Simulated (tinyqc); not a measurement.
# Hexagonal on-chip spiral inductor, lumped pi model, step by step

Program tinyqc, `OMP_NUM_THREADS=1 python tinyqc.py 2302061 2302062 out.jsonl`; Intel Xeon 2.30GHz, shared host, one thread, about 0.01 s. Printed values are rounded.

Outer diameter do = di + 2 n wd + 2 (n - 1) sp, mean da = (do + di)/2, fill p = (do - di)/(do + di), length l = 3.464 n da. L = 2.33 mu0 n^2 da/(1 + 3.82 p), mu0 = 4 pi 1e-7 H/m. Rs = rho l/(wd delta (1 - exp(-th/delta))), delta = sqrt(rho/(pi f mu0)). Cs = n wd^2 eps0 eo/hu across the coil. At each end Cox = l wd eps0 eo/(2 ho) leads to the substrate branch Rsi = 2 rs he/(l wd) in parallel with Csi = l wd eps0 11.7/(2 he). With one end grounded Y = 1/(Rs + i w L) + i w Cs + 1/[1/(i w Cox) + 1/(1/Rsi + i w Csi)], w = 2 pi f; Q = -Im Y/Re Y. Eddy currents in neighbouring turns and in the substrate are left out.

Values chosen for this exercise; values of the order met in silicon radio-frequency processes: number of turns n = 3.5; line width wd = 6 um; space between turns sp = 2 um; inner diameter di = 100 um; metal thickness th = 0.9 um; metal resistivity rho = 1.9 uohm cm; oxide below the coil ho = 6.6 um; oxide between coil and underpass hu = 0.6 um; relative permittivity of the oxide eo = 3; substrate resistivity rs = 1000 ohm cm; effective spreading depth in the substrate he = 50 um; frequency f = 1.6 GHz.

Constants: eps0 = 8.8541878128e-12 F/m. Results are converted to the units shown.

## Geometry and model elements

do, l, L, delta, Rs, Cs, Cox, Rsi and Csi as defined.

do = 152 um
l = 1527.62 um
L = 2.52722 nH
delta = 1.73435 um
Rs = 6.88966 ohm
Cs = 5.57814 fF
Cox = 18.4444 fF
Rsi = 1.09102e5 ohm
Csi = 9.49516 fF

Rs is 1.28 times the direct-current value in this empirical form, which overstates the skin effect of a flat slab when delta is near th and so stands in for some current crowding.

## Admittance, quality factor and apparent inductance

Series branch 1/(Rs + i w L), substrate branch, total Y, Q = -Im Y/Re Y, apparent inductance Im(1/Y)/w, metal-only value w L/Rs, share of the loss in the substrate Re(substrate branch)/Re Y.

series branch = 9.9425-36.6640i mS
substrate branch = 0.0039902+0.0631456i mS
Y = 9.9465-36.5448i mS
Q = 3.67415
apparent inductance = 2.53419 nH
w L/Rs = 3.68761
share of the loss in the substrate = 0.0401168 %

Q is 99.6 % of the metal-only value.
